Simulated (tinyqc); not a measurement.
Geometry optimisation on the B3LYP (VWN-RPA form)/sto-3g surface (energies and gradients from PySCF), for BeH+, spin multiplicity 1, step by step. Computed by tinyqc, a small Python program that keeps every step (integrals from PySCF). Settings: charge = 1, multiplicity = 1, basis = sto-3g, functional = b3lyp, optimiser = bfgs, first Hessian = 0.6, largest step = 0.3, iteration cap = 30. Command: `OMP_NUM_THREADS=1 python tinyqc.py 30773 30774 out.jsonl` (the two numbers bound the seeds that draw the settings). One thread of a shared host (Intel(R) Xeon(R) Processor @ 2.60GHz), about 1 s of CPU time with the checks.

## Step 1: energy and gradient

positions at the start (bohr):
```
           x        y        z
1Be  0.00000  0.00000  0.00000
2H   0.00000  0.00000  2.15996
```

Self-consistent energy and analytic gradient at these positions.

energy = -14.7431326 hartree

gradient (hartree/bohr):
```
             x          y           z
1Be  0.0000000  0.0000000   0.1065294
2H   0.0000000  0.0000000  -0.1065294
```

## Step 1: move

Quasi-Newton step p = -H^(-1) g (first H = 0.6 times the unit matrix); steps longer than 0.3 bohr are cut back.

positions after step 1 (bohr):
```
           x        y         z
1Be  0.00000  0.00000  -0.17755
2H   0.00000  0.00000   2.33751
```

## Step 2: energy and gradient

As before.

energy = -14.7607633 hartree

gradient (hartree/bohr):
```
             x          y           z
1Be  0.0000000  0.0000000   0.0049299
2H   0.0000000  0.0000000  -0.0049297
```

## Step 2: move

inverse Hessian in use (bohr^2/hartree), lower triangle:
```
         1        2         3        4        5        6
1  1.66667
2  0.00000  1.66667
3  0.00000  0.00000   1.70710
4  0.00000  0.00000   0.00000  1.66667
5  0.00000  0.00000   0.00000  0.00000  1.66667
6  0.00000  0.00000  -0.04043  0.00000  0.00000  1.70710
```

Quasi-Newton step p = -H^(-1) g (the inverse Hessian comes from BFGS updates; coordinates in the order x, y, z of each atom); steps longer than 0.3 bohr are cut back.

positions after step 2 (bohr):
```
           x        y         z
1Be  0.00000  0.00000  -0.18616
2H   0.00000  0.00000   2.34612
```

## Step 3: energy and gradient

As before.

energy = -14.7608197 hartree

gradient (hartree/bohr):
```
             x          y           z
1Be  0.0000000  0.0000000   0.0016462
2H   0.0000000  0.0000000  -0.0016461
```

## Step 3: move

inverse Hessian in use (bohr^2/hartree), lower triangle:
```
         1        2         3        4        5        6
1  1.66667
2  0.00000  1.66667
3  0.00000  0.00000   2.14517
4  0.00000  0.00000   0.00000  1.66667
5  0.00000  0.00000   0.00000  0.00000  1.66667
6  0.00000  0.00000  -0.47847  0.00000  0.00000  2.14511
```

As before.

positions after step 3 (bohr):
```
           x        y         z
1Be  0.00000  0.00000  -0.19048
2H   0.00000  0.00000   2.35044
```

## Convergence

Stop when the largest gradient component is below 3e-5 hartree/bohr. The inverse Hessian follows the BFGS update with s = step, y = change of gradient.

Course of the optimisation:
```
step  E (hartree)  largest gradient (hartree/bohr)
1     -14.7431326                         1.07e-01
2     -14.7607633                         4.93e-03
3     -14.7608197                         1.65e-03
4     -14.7608270                         4.47e-05
5     -14.7608270                         4.70e-07
```

Final distances (angstrom):
```
pair    distance
2H-1Be   1.34473
```

Converged in 5 steps.
